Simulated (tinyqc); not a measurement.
Worked calculation: specific resistance of a metal-semiconductor contact and its transmission-line measurement. Computed by tinyqc, a small Python program that keeps every step. Command: `OMP_NUM_THREADS=1 python tinyqc.py 3002831 3002832 out.jsonl contact walk`. One thread of a shared host (Intel(R) Xeon(R) Processor @ 2.30GHz), about 0.01 s of CPU time with the checks. Intermediate numbers are printed to about 7 digits and carried at full precision; extremes and crossings named in words are read from the listed rows.

The barrier is parabolic (depletion approximation), energies E are normal energies counted from the band edge in the neutral semiconductor (downwards for holes), and the bias is zero. xi is an input, held fixed when other inputs move.

Inputs (values chosen for the exercise, modelled on p-type silicon): tunnelling mass m = 0.38 m_0; permittivity eps = 11.7; Richardson constant A* = 32.3 A/(cm^2 K^2); barrier height phi_B = 0.51 eV; doping N = 5.4e+19 1/cm^3; Fermi level above the band edge in the bulk, xi = 0.048 eV; temperature T = 77 K; sheet resistance R_sh = 140 ohm; contact length d = 0.36 micrometre; contact width W = 0.05 micrometre.

Image-force lowering: included.

Constants: hbar = 1.054571817e-34 J s; eps_0 = 8.8541878128e-12 F/m; m_0 = 9.1093837015e-31 kg; k_B = 8.617333262e-05 eV/K; e = 1.602176634e-19 C.

## Tunnelling energy and barrier

E_00 = (e hbar/2) sqrt(N/(eps eps_0 m)); band bending E_b = phi_B + xi; depletion width w = sqrt(2 eps eps_0 E_b/(e^2 N)). Image lowering d_phi = (e^3 N E_b/(8 pi^2 (eps eps_0)^3))^(1/4) (E_b in volts), and E_b - d_phi replaces E_b everywhere except in w.

E_00 = 64.70524 meV

E_00/k_B T = 9.751599

depletion width = 3.655504 nm

barrier used, above the bulk band edge = 0.3641609 eV

By the usual rule this is field emission (E_00 > 5 k_B T).

## Transmission and supply

WKB transmission for E < E_b, with a = E/E_b: D = exp{-(E_b/E_00) [sqrt(1 - a) - a ln((1 + sqrt(1 - a))/sqrt(a))]}; D = 1 above. f = 1/(1 + exp((E - xi)/k_B T)).

E, D, f and D f at E/E_b = 0.05, 0.15, 0.3, 0.45, 0.6, 0.75, 0.9, 0.98:
```
E/E_b     E (eV)          D             f           D f
0.05   0.0182080  0.0076540  9.889026e-01  7.569057e-03
0.15   0.0546241  0.0215704  2.692738e-01  5.808355e-03
0.30   0.1092483  0.0695391  9.798428e-05  6.813735e-06
0.45   0.1638724  0.1724653  2.605904e-08  4.494281e-09
0.60   0.2184965  0.3527270  6.929757e-12  2.444312e-12
0.75   0.2731207  0.6093402  1.842797e-15  1.122891e-15
0.90   0.3277448  0.8859194  4.900463e-19  4.341415e-19
0.98   0.3568777  0.9894015  6.073544e-21  6.009174e-21
```

Among these points D f is largest at E/E_b = 0.05; for a non-degenerate tail the peak lies at E/E_b = 1/cosh^2(E_00/k_B T) = 0.000, but it cannot fall far below the Fermi level.

## Specific contact resistance

At zero bias 1/rho_c = (e A*/k_B^2) int D(E) f(E) dE, f = 1/(1 + exp((E - xi)/k_B T)); 200 Gauss-Legendre points from 0 to E_b, and k_B T ln(1 + exp((xi - E_b)/k_B T)) for the part above the barrier; the share of tunnelling is the part below.

specific contact resistance rho_c = 4.545415e-07 ohm cm^2

share of tunnelling = 100 %

rho_c by thermionic emission alone = 1.709764e+13 ohm cm^2

Tunnelling lowers rho_c by a factor 3.76e19. The field-emission exponent (E_b - xi)/E_00 is 4.9, the thermionic one (E_b - xi)/k_B T is 47.6.

## Current crowding

Transmission-line model: transfer length L_T = sqrt(rho_c/R_sh); R_c = (R_sh L_T/W) coth(d/L_T). Limits: rho_c/(W d) for d << L_T, sqrt(rho_c R_sh)/W for d >> L_T.

transfer length L_T = 0.5698004 micrometre

d/L_T = 0.6318002

contact resistance R_c = 2852.616 ohm

R_c W = 142.6308 ohm micrometre

short-contact limit = 2525.231 ohm

long-contact limit = 1595.441 ohm

The contact is about one transfer length long, between the two limits.

## A transmission-line measurement read back

Transmission-line model: transfer length L_T = sqrt(rho_c/R_sh); R_c = (R_sh L_T/W) coth(d/L_T). Two contacts a gap s apart give R = 2 R_c + R_sh s/W. A straight-line fit gives R_sh from the slope and R_c from the intercept; the simple reading takes L_x = R_c W/R_sh as the transfer length and rho_c = R_sh L_x^2.

Resistances:
```
gap s (micrometre)   R (ohm)
1.0                  8505.23
2.0                 11305.23
4.1                 17185.23
8.2                 28665.23
16.0                50505.23
```

L_x = 1.018792 micrometre

rho_c by the simple reading = 1.453111e-06 ohm cm^2

simple reading over true value = 3.196871

The simple reading is 3.20 times too high, the factor coth^2(d/L_T): it holds only for d above about 2 L_T.

Checks made by the program: closed WKB exponent against numerical integration over the parabolic barrier (relative difference below 1e-10).
